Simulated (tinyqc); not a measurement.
## Pinning of the barrier by interface states

Cowley-Sze model with the space charge neglected: phiB = S (phiM - chi) + (1 - S)(Eg - phi0), S = 1/(1 + q Dit dl/(eps0 ei)), dl in cm.

Parameters, values chosen for the exercise; band and dielectric values close to those of gallium nitride:
- Eg = 3.41 eV (band gap)
- chi = 4.14 eV (electron affinity)
- dl = 0.3 nm (thickness of the interfacial layer)
- ei = 3.9 (relative permittivity of the interfacial layer)
- phi0 = 1.9 eV (neutral level above the valence band)
- phiM = 4.61 eV (metal work function)

Constants: q = 1.602176634e-19 C, eps0 = 8.8541878128e-14 F/cm where lengths are in cm. Results are converted to the units shown.

Result of one run:

| S | phiB (eV) | change of phiB for 0.5 eV more work function (eV) |
|---|---|---|
| 0.067027 | 1.4403 | 0.033514 |

Which density of interface states Dit gave this result: 1e11, 3e11, 1e12, 1e13 or 1e15 cm^-2 eV^-1?

Dit = 1e15 cm^-2 eV^-1.

The whole series:

| Dit (cm^-2 eV^-1) | S | phiB (eV) | change of phiB for 0.5 eV more work function (eV) |
|---|---|---|---|
| 1e11 | 0.99861 | 0.47145 | 0.49931 |
| 3e11 | 0.99584 | 0.47432 | 0.49792 |
| 1e12 | 0.98627 | 0.48428 | 0.49314 |
| 3e12 | 0.95992 | 0.51169 | 0.47996 |
| 1e13 | 0.87781 | 0.59707 | 0.43891 |
| 3e13 | 0.70543 | 0.77636 | 0.35271 |
| 1e14 | 0.41807 | 1.0752 | 0.20904 |
| 3e14 | 0.19321 | 1.3091 | 0.096603 |
| 1e15 | 0.067027 | 1.4403 | 0.033514 |

S falls from 0.999 to 0.0670, passing 1/2 at Dit = eps0 ei/(q dl) = 7.18e13 cm^-2 eV^-1. The barrier rises from 0.471 to 1.44 eV, from near the Schottky-Mott value phiM - chi = 0.470 eV towards the pinned value Eg - phi0 = 1.51 eV.

Numbers from tinyqc (`OMP_NUM_THREADS=1 python tinyqc.py 2020067 2020068 out.jsonl`; about 0.03 s on one thread of a shared Intel Xeon 2.30GHz).
